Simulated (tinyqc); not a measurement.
Carrier lifetime from Shockley-Read-Hall, radiative, Auger and surface recombination: one step, computed by the program tinyqc.

Energies are counted from the top of the valence band. Boltzmann statistics, full ionisation, and equal excess densities of electrons and holes.

Problem. Steady state under generation. With n = n_0 + dn, p = p_0 + dn and U/dn = 1/tau: (n p - n_i^2)/dn = n_0 + p_0 + dn = s; 1/tau_SRH = s/[tau_p0 (n + n1) + tau_n0 (p + p1)]; 1/tau_rad = B s; 1/tau_Aug = (C_n n + C_p p) s; the rates add, with 1/tau_s. dn solves dn/tau_eff(dn) = G (60 bisections in ln dn between 1e-2 and 1e22 cm^-3); the splitting of the quasi-Fermi levels is k_B T ln(n p/n_i^2).

Inputs (values chosen for the exercise, with bands modelled on silicon): temperature T = 400 K; radiative coefficient B = 1.8e-14 cm^3/s; Auger coefficient C_n = 5.9e-32 cm^6/s; Auger coefficient C_p = 1.2e-30 cm^6/s; generation rate G = 5.5e+21 cm^-3 s^-1.

Doping: p-type. Surface term: two equal surfaces.

n_0 = 4.671912e+10 cm^-3

p_0 = 1.500467e+14 cm^-3

tau_p0 = 2.582823e-05 s

n1 = 8.948192e+12 cm^-3

tau_n0 = 1.248012e-07 s

p1 = 7.834041e+11 cm^-3

tau_s = 3.001952e-08 s

n_i = 2.647650e+12 cm^-3

Constants: k_B = 8.617333262e-05 eV/K.

Give: steady excess density; lifetime in the steady state; quasi-Fermi splitting under G.

Solution.

steady excess density = 1.648e+14 cm^-3

lifetime in the steady state = 2.996e-08 s

quasi-Fermi splitting under G = 0.3071 eV
